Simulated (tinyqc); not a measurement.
## Sharing a fixed EOT between the layers

Without charge in the stack, a voltage of 0.6 V over an EOT of 0.92 nm gives F1 = (V/EOT)(3.9/e1) and F2 = F1 e1/e2; t2 = e2 (EOT/3.9 - t1/e1).

Inputs (values chosen for the exercise):
```
symbol,value,unit,meaning
e1,7.72,,relative permittivity of layer 1
e2,9.35,,relative permittivity of layer 2
```

Result of one run:

| t1 (nm) | t2 (nm) | physical thickness (nm) | drop over layer 1 (V) | drop over layer 2 (V) |
|---|---|---|---|---|
| 1.33 | 0.59482 | 1.9248 | 0.43819 | 0.16181 |

What becomes of these results when the thickness of layer 1, next to the semiconductor t1 is changed from 1.33 to 1.11 nm, all else the same?

Result of the changed run:

| t1 (nm) | t2 (nm) | physical thickness (nm) | drop over layer 1 (V) | drop over layer 2 (V) |
|---|---|---|---|---|
| 1.11 | 0.86128 | 1.9713 | 0.36571 | 0.23429 |

The whole series:

| t1 (nm) | t2 (nm) | physical thickness (nm) | drop over layer 1 (V) | drop over layer 2 (V) |
|---|---|---|---|---|
| 0 | 2.2056 | 2.2056 | 0 | 0.60000 |
| 0.22 | 1.9392 | 2.1592 | 0.072483 | 0.52752 |
| 0.44 | 1.6727 | 2.1127 | 0.14497 | 0.45503 |
| 0.66 | 1.4063 | 2.0663 | 0.21745 | 0.38255 |
| 0.88 | 1.1398 | 2.0198 | 0.28993 | 0.31007 |
| 1.11 | 0.86128 | 1.9713 | 0.36571 | 0.23429 |
| 1.33 | 0.59482 | 1.9248 | 0.43819 | 0.16181 |
| 1.55 | 0.32837 | 1.8784 | 0.51067 | 0.089328 |

Each 0.1 nm of layer 1 costs 0.121 nm of layer 2, so the physical thickness falls from 2.21 to 1.88 nm. The fields do not change, 3.29 MV/cm in layer 1 and 2.72 MV/cm in layer 2, and layer 1 takes half of the voltage at t1 = 0.911 nm.

Program tinyqc, `OMP_NUM_THREADS=1 python tinyqc.py 2010165 2010166 out.jsonl`; Intel Xeon 2.30GHz, shared host, one thread, about 0.01 s.
